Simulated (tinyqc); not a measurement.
UHF in the 3-21g basis, for H3-, spin multiplicity 1, step by step (part 3 of 3). The basis has no diffuse functions, so it cannot describe the extra electron: this is an exercise in the method, not the real anion. This run ends on a higher stationary point, not on the lowest solution. Computed by tinyqc, a small Python program that keeps every step (integrals from PySCF). Command: `OMP_NUM_THREADS=1 python tinyqc.py 20640 20641 out.jsonl` (the two numbers bound the seeds that draw the settings). One thread of a shared host (Intel(R) Xeon(R) Processor @ 2.60GHz), about 0.3 s of CPU time with the checks.

Geometry (angstrom):
```
atom         x         y         z
H     0.000000  0.000000  0.000000
H     0.000000  0.000000  1.205000
H     0.000000  1.043000  0.602000
```

## Convergence

Stop when the energy changes by less than 1e-09 hartree and every element of the error matrix X^T (F D S - S D F) X (for each spin) is below 9e-06.

Course of the cycle:
```
iteration  E (hartree)     change  largest element of the error matrix
1          -1.07886103          -                             3.03e-01
2          -1.31708560  -2.38e-01                             3.11e-02
3          -1.34075160  -2.37e-02                             2.23e-02
4          -1.35824487  -1.75e-02                             1.75e-02
5          -1.36775337  -9.51e-03                             1.21e-02
6          -1.37187132  -4.12e-03                             7.56e-03
7          -1.37346049  -1.59e-03                             4.51e-03
8          -1.37404270  -5.82e-04                             2.63e-03
9          -1.37425166  -2.09e-04                             1.57e-03
10         -1.37432620  -7.45e-05                             9.28e-04
11         -1.37435279  -2.66e-05                             5.47e-04
12         -1.37436229  -9.50e-06                             3.20e-04
13         -1.37436570  -3.41e-06                             1.92e-04
14         -1.37436693  -1.23e-06                             1.18e-04
...                ...        ...                                  ...
39         -1.37436802  -1.57e-08                             2.05e-05
40         -1.37436804  -1.56e-08                             2.04e-05
41         -1.37436805  -1.56e-08                             2.04e-05
42         -1.37436807  -1.56e-08                             2.04e-05
43         -1.37436808  -1.55e-08                             2.04e-05
44         -1.37436810  -1.55e-08                             2.03e-05
45         -1.37436811  -1.54e-08                             2.03e-05
46         -1.37436813  -1.54e-08                             2.03e-05
47         -1.37436815  -1.54e-08                             2.02e-05
48         -1.37436816  -1.53e-08                             2.02e-05
49         -1.37436818  -1.53e-08                             2.02e-05
50         -1.37436819  -1.53e-08                             2.02e-05
51         -1.37436821  -1.52e-08                             2.01e-05
52         -1.37436822  -1.52e-08                             2.01e-05
```

PySCF UHF in the same basis, after a stability check = -1.37435134 hartree

Not converged within the cap of 52 iterations: the residual has stopped falling. Reruns (cap 100 unless said): DIIS 8: converged in 21; damping 0.5: not converged; level shift 0.5: not converged; atomic densities as start, DIIS 8: converged in 12 to a higher stationary point; the original settings with a cap of 400: not converged.
